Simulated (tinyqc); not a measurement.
Inside a calculation. Model: input admittance of a MOSFET at zero drain bias: distributed channel and distributed gate.

Numbers from tinyqc (`OMP_NUM_THREADS=1 python tinyqc.py 2262176 2262177 out.jsonl`; about 0.01 s on one thread of a shared Intel Xeon 2.30GHz). Printed values are rounded.

Source and drain grounded, strong inversion, w = 2 pi f, Cox = eps0 eox/tox. The channel is an RC line of resistance 1/(mu Cox Vo) per square fed from both ends, so one finger has the intrinsic admittance y = i w Cox L tanh(g)/g per width, g = (1/2) sqrt(i w tau), tau = L^2/(mu Vo). The vertical resistance rv/L is in series with y, the overlaps 2 i w Cov in parallel: y_t = 1/(1/y + rv/L) + 2 i w Cov. The gate strip is a line of Rsh/L per length loaded by y_t, so a finger has Y = y_t Wf tanh(k)/k, k = (Wf/sd) sqrt(y_t Rsh/L); the device has Nf Y.

Inputs (values chosen for the exercise); values of the order met in silicon radio-frequency transistors: relative permittivity of the gate insulator (close to silicon dioxide) eox = 3.9; insulator thickness tox = 4.3 nm; channel length L = 1 um; finger width Wf = 13 um; number of fingers Nf = 8; channel mobility mu = 420 cm^2/(V s); gate overdrive Vo = 0.64 V; sheet resistance of the gate Rsh = 6.3 ohm/square; vertical resistivity of the gate stack rv = 0 ohm um^2; number of ends at which a finger is contacted sd = 1; overlap and fringe capacitance on each side Cov = 0.22 fF/um; frequency f = 2.9 GHz.

Constants: eps0 = 8.8541878128e-14 F/cm where lengths are in cm. Results are converted to the units shown.

## Low-frequency resistances and capacitance

Low-frequency limits, with c = Cox L and ct = c + 2 Cov: R_strip = Rsh Wf/(3 sd^2 L Nf), R_ch = (c/ct)^2 L/(12 mu Cox Vo Wf Nf), R_vert = (c/ct)^2 rv/(L Wf Nf), C = ct Wf Nf.

parts (ohm): strip 3.41250, channel 3.33640, vertical 0
sum = 6.74890 ohm
C = 880.936 fF
1/(2 pi R C) = 26.7696 GHz

The strip term is the largest, 50.6 % of the sum.

## Admittance of the channel and stack per width

tau, g, c = Cox L, y and y_t as defined.

tau = 37.2024 ps
g = 0.291091+0.291091i
c = 8.03054 fF/um
y = 8.228+145.769i uS/um
y_t = 8.228+153.786i uS/um

w tau = 0.678, and Im y is 0.996 of w c.

## Input impedance of the device

k and Y as defined; Z = 1/(Nf Y) = R + 1/(i w C); Q = |Im Z|/R; signal at the point farthest from a contact |1/cosh k|.

k = 0.293879+0.278577i
Nf Y = 1.7133+15.8447i mS
R = 6.74548 ohm
C = 879.741 fF
Q = 9.24815
signal at the far point = 0.993434

R is 0.051 % below its low-frequency limit and C is 0.14 % below its own.
